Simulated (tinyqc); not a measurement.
What moves the exposure: standing waves and exposure in a photoresist film.

Normal incidence from air. Unexposed resist: N1 = n1 + i k1 with k1 = (A + B) lam/(4 pi), lam in micrometres. r01 = (1 - N1)/(1 + N1), t01 = 2/(1 + N1). Below the resist lie the layer Na = na + i ka and the substrate Ns = ns + i ks: r12 = (r1a + ras x)/(1 + r1a ras x), x = exp(4 pi i Na da/lam), r1a = (N1 - Na)/(N1 + Na), ras = (Na - Ns)/(Na + Ns). With p = exp(2 pi i N1 d/lam), the field at depth z is E(z) = t01 [exp(2 pi i N1 z/lam) + r12 p^2 exp(-2 pi i N1 z/lam)]/(1 + r01 r12 p^2), the relative intensity I(z) = n1 |E(z)|^2 and the reflectance R = |(r01 + r12 p^2)/(1 + r01 r12 p^2)|^2.

Values chosen for the exercise (a resist on Si, indices near tabulated ones; shifted at random, so the results belong to these values and not to a real crystal): lam = 248 nm (vacuum wavelength); n1 = 1.767 (resist index); A = 0.08 1/micrometre (bleachable absorption (Dill A)); B = 0.81 1/micrometre (fixed absorption (Dill B)); d = 374 nm (resist thickness); ns = 1.581 (substrate n); ks = 3.635 (substrate k); na = 1.811 (n of the bottom antireflection layer); ka = 0.437 (its k); da = 87 nm (its thickness).

The mean of I is over 800 depths.

One parameter was then changed.

Results before and after:
```
case,|r12|^2,R,mean I,I at the bottom
base,0.0308,0.0430,0.8559,0.7778
changed,0.0111,0.0579,0.8187,0.7438
```

Which of these changes was made? (a) ks = 3.272; (b) n1 = 1.785; (c) B = 1.01 1/micrometre; (d) d = 384 nm; (e) da = 97 nm; (f) ka = 0.568.

Answer: (e) da = 97 nm. Of the candidates, run in turn, only this one gives the changed row.

All candidates:
```
case,|r12|^2,R,mean I,I at the bottom
base,0.0308,0.0430,0.8559,0.7778
d = 384 nm,0.0308,0.0957,0.8062,0.7277
n1 = 1.785,0.0313,0.0652,0.8375,0.7669
B = 1.01 1/micrometre,0.0304,0.0445,0.8210,0.7185
ks = 3.272,0.0282,0.0439,0.8520,0.7718
da = 97 nm,0.0111,0.0579,0.8187,0.7438
ka = 0.568,0.0318,0.0324,0.8658,0.7271
```

Program tinyqc; command `OMP_NUM_THREADS=1 python tinyqc.py 1651353 1651354 out.jsonl`; about 0.01 s on one thread of a shared Intel(R) Xeon(R) Processor @ 2.30GHz.
